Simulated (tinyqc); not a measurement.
Worked calculation: UKS/LDA (PW92) in the sto-3g basis, for BeH, spin multiplicity 2. One step of it, computed by the program tinyqc.

Question. Orthogonalisation. S = U s U^T; symmetric (Loewdin) form X = U s^(-1/2) U^T, so that X^T S X = 1.

overlap S, order 1Be 1s, 1Be 2s, 1Be 2px, 1Be 2py, 1Be 2pz, 2H 1s:
$$\begin{pmatrix}
1.000000 & 0.259517 & 0.000000 & 0.000000 & 0.000000 & 0.004095 \\
0.259517 & 1.000000 & 0.000000 & 0.000000 & 0.000000 & 0.117791 \\
0.000000 & 0.000000 & 1.000000 & 0.000000 & 0.000000 & 0.000000 \\
0.000000 & 0.000000 & 0.000000 & 1.000000 & 0.000000 & 0.000000 \\
0.000000 & 0.000000 & 0.000000 & 0.000000 & 1.000000 & 0.173434 \\
0.004095 & 0.117791 & 0.000000 & 0.000000 & 0.173434 & 1.000000
\end{pmatrix}$$

Give: eigenvalues of S; X.

Answer.

eigenvalues of S: [0.7046, 0.8467, 1.0000, 1.0000, 1.1495, 1.2992]

X, order 1Be 1s, 1Be 2s, 1Be 2px, 1Be 2py, 1Be 2pz, 2H 1s:
$$\begin{pmatrix}
1.0268 & -0.1366 & 0.0000 & 0.0000 & -0.0015 & 0.0103 \\
-0.1366 & 1.0324 & 0.0000 & 0.0000 & 0.0083 & -0.0629 \\
0.0000 & 0.0000 & 1.0000 & 0.0000 & 0.0000 & 0.0000 \\
0.0000 & 0.0000 & 0.0000 & 1.0000 & 0.0000 & 0.0000 \\
-0.0015 & 0.0083 & 0.0000 & 0.0000 & 1.0117 & -0.0892 \\
0.0103 & -0.0629 & 0.0000 & 0.0000 & -0.0892 & 1.0172
\end{pmatrix}$$
